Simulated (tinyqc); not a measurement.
The first four gaps: longitudinal sound in a periodic multilayer: transfer matrices, stop bands and folded phonons. Computed by tinyqc, a small Python program. Command: `OMP_NUM_THREADS=1 python tinyqc.py 3016478 3016479 out.jsonl multilayer walk`. One thread of a shared host (Intel(R) Xeon(R) Processor @ 2.30GHz), about 0.01 s of CPU time with the checks.

Layers 1 and 2 repeat with period d = d_1 + d_2; waves travel normal to the layers, without loss. State vector (u, s): displacement u and stress divided by omega. Impedances Z = rho v are in 1e6 kg/(m^2 s).

Inputs (values chosen for the exercise, modelled on silica (layer 1), tungsten (layer 2) and silicon (substrate)):

| quantity | value | unit |
|---|---|---|
| density rho_1 | 2.22 | g/cm^3 |
| velocity v_1 | 5920 | m/s |
| thickness d_1 | 2.18 | nm |
| density rho_2 | 19.2 | g/cm^3 |
| velocity v_2 | 5320 | m/s |
| thickness d_2 | 1.91 | nm |
| substrate density | 2.33 | g/cm^3 |
| substrate velocity | 8420 | m/s |

Method:
- Z = rho v; interface reflection r = (Z_2 - Z_1)/(Z_2 + Z_1) (stress amplitude, from 1 into 2); Bragg frequency f_B = 1/[2 (d_1/v_1 + d_2/v_2)]; long-wave velocity v_eff = d/sqrt[(d_1/v_1)^2 + (d_2/v_2)^2 + (Z_1/Z_2 + Z_2/Z_1)(d_1/v_1)(d_2/v_2)].
- A layer maps (u, s) by [[cos p, sin p/Z], [-Z sin p, cos p]], p = 2 pi f d_i/v_i; one period is M = M_2 M_1, and cos(q d) = trace(M)/2.
- Gap m contains m f_B; its edges, where trace(M)/2 = (-1)^m, are found by root search. Weak-contrast estimate of the width: (4 f_B/pi) |r sin(m pi a)|, a = (d_1/v_1)/(d_1/v_1 + d_2/v_2).

Bragg frequency f_B = 687.507 GHz

Z_1 = 13.1424

Z_2 = 102.144

interface reflection r = 0.772004

Stop bands (GHz):

| m | lower edge | upper edge | width | weak-contrast estimate |
|---|---|---|---|---|
| 1 | 301.5 | 1073.3 | 771.78 | 675.65 |
| 2 | 1361.7 | 1388.6 | 26.92 | 26.91 |
| 3 | 1677.1 | 2447.2 | 770.10 | 674.58 |
| 4 | 2723.4 | 2777.2 | 53.82 | 53.78 |

What does the comparison show, and why?

With a = 0.506, gap 1 is the widest and gap 2 the narrowest: the layers are near a quarter wave each at f_B, so the even gaps almost close. The weak-contrast estimate misses the first width by -12.5 % at |r| = 0.77. Odd gaps open at the edge of the folded zone (q = pi/d), even ones at its centre. Caution: at these frequencies damping, strong in glasses, and rough interfaces, both left out here, can weaken the stop bands; layers only a few atoms thick are also beyond continuum acoustics.
